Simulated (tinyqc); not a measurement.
Nudged elastic band on a two-dimensional model surface: one step, computed by the program tinyqc. Command: `OMP_NUM_THREADS=1 python tinyqc.py 3002001 3002002 out.jsonl neb walk`. One thread of a shared host (Intel(R) Xeon(R) Processor @ 2.30GHz), about 0.3 s of CPU time with the checks.

V(x, y) = h u^2 + t x + (kappa/2)(y + c u)^2 with u = x^2/w^2 - 1; the path runs from the minimum near (-w, 0) to that near (w, 0).

Task: Iteration 2. Tangent at image i: towards the higher neighbour if the energies rise or fall through i; at a maximum or minimum, tau = t+ dmax + t- dmin if V(i+1) > V(i-1), else t+ dmin + t- dmax, with t+ = R(i+1) - R(i), t- = R(i) - R(i-1) and dmax, dmin the larger and smaller of |V(i+1) - V(i)| and |V(i-1) - V(i)|; then normalise. Force F = -grad V + (grad V.tau) tau + k_s (|t+| - |t-|) tau. Update R(new) = R + eta F; the end points stay fixed.

Inputs (values chosen for the exercise, for a model surface):
```
quantity                    value           unit
height h                     0.54             eV
half width w                 0.84       angstrom
transverse stiffness kappa      2  eV/angstrom^2
curvature c                   0.6       angstrom
tilt t                      -0.21    eV/angstrom
spring constant k_s           2.1  eV/angstrom^2
step factor eta              0.07  angstrom^2/eV
```

Surface: curved double well. Climbing image: off.

images after iteration 1 (angstrom):
```
                  x          y
image 1  -0.5216550  0.0755282
image 2  -0.2406285  0.0887051
image 3   0.0395177  0.0868950
image 4   0.3185564  0.0662256
image 5   0.5962600  0.0228246
```

positions (angstrom):
```
                 x           y
start   -0.8033343   0.0512365
end      0.8724012  -0.0471801
saddle  -0.0690669   0.5959437
```

Give: unit tangents; forces; images after iteration 2.

Result:

unit tangents:
```
              x        y
image 1  0.9989   0.0468
image 2  1.0000  -0.0065
image 3  0.9998  -0.0210
image 4  0.9973  -0.0739
image 5  0.9880  -0.1544
```

forces (eV/angstrom):
```
              x      y
image 1  -0.033  0.645
image 2   0.003  0.919
image 3   0.021  1.032
image 4   0.077  1.003
image 5   0.132  0.791
```

images after iteration 2 (angstrom):
```
               x       y
image 1  -0.5240  0.1207
image 2  -0.2404  0.1530
image 3   0.0410  0.1591
image 4   0.3239  0.1364
image 5   0.6055  0.0782
```
